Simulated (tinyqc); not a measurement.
Thermal stress, cracking, delamination and buckling of a thin film; Griffith cracks and misfitting inclusions. Changing the substrate Young's modulus E_s. Computed by tinyqc, a small Python program. Command: `OMP_NUM_THREADS=1 python tinyqc.py 3005521 3005522 out.jsonl filmcrack sweep`. One thread of a shared host (Intel(R) Xeon(R) Processor @ 2.30GHz), about 0.01 s of CPU time with the checks.

Isotropic linear elasticity; the substrate is much thicker than the film; stress is positive in tension.

Inputs (values chosen for the exercise, for a model film):
```
quantity                      value        unit
film Young's modulus E          338         GPa
film Poisson ratio nu          0.25           -
film expansion alpha_f         3.79      1e-6/K
substrate expansion alpha_s     3.5      1e-6/K
deposition temperature T_d      700           K
final temperature T             300           K
intrinsic stress                220         MPa
film thickness h               0.66  micrometre
substrate Poisson ratio nu_s   0.26           -
inclusion radius R              2.5  micrometre
```

Inclusion: long cylinder (a filled via).

Method:
- Thermal strain = (alpha_f - alpha_s)(T_d - T); stress = E/(1 - nu) x strain + intrinsic stress; plane-strain modulus Ebar = E/(1 - nu^2); G0 = stress^2 h/(2 Ebar) is the energy freed per area when a long strip loses its stress across its width.
- Dundurs alpha = (Ebar - Ebar_s)/(Ebar + Ebar_s), with Ebar_s = E_s/(1 - nu_s^2). The channel-crack factor is taken as g = 1.258 (1 - alpha)^(-0.7), a rough interpolation chosen for the exercise (1.258 is the value for matched materials).
- Film material fills a long cylinder of radius R in the substrate, with the misfit e = thermal strain (it wants to shrink if e > 0). With the axial strain held by the substrate, s0 = (1 + nu) e/[(1 + nu)(1 - 2 nu)/E + (1 + nu_s)/E_s]; inside s_rr = s_tt = s0 and s_zz = E e + 2 nu s0; outside s_rr = s0 (R/r)^2, s_tt = -s_rr. Keep-out radius: where |s_rr| falls to 10 MPa (R if it is lower at the wall).

One run for each value:
```
substrate Young's modulus E_s (GPa)  Dundurs alpha  factor g  radial stress at the wall s0 (MPa)
5.0                                         0.9707     14.89                                0.57
8.6                                         0.9501     10.26                                0.98
15.0                                        0.9146      7.04                                1.69
26.0                                        0.8564      4.89                                2.88
45.0                                        0.7639      3.46                                4.86
77.0                                        0.6273      2.51                                7.96
130.0                                       0.4423      1.89                               12.56
230.0                                       0.1875      1.45                               19.79
400.0                                      -0.0867      1.19                               29.01
```

What does the table show?

Over the rows, Dundurs alpha falls from 0.971 to -0.0867; factor g falls from 14.9 to 1.19 (exponent d ln y / d ln x -0.69 between the first rows and -0.37 between the last); radial stress at the wall s0 (MPa) rises from 0.571 to 29.0 (exponent d ln y / d ln x 0.99 between the first rows and 0.69 between the last).
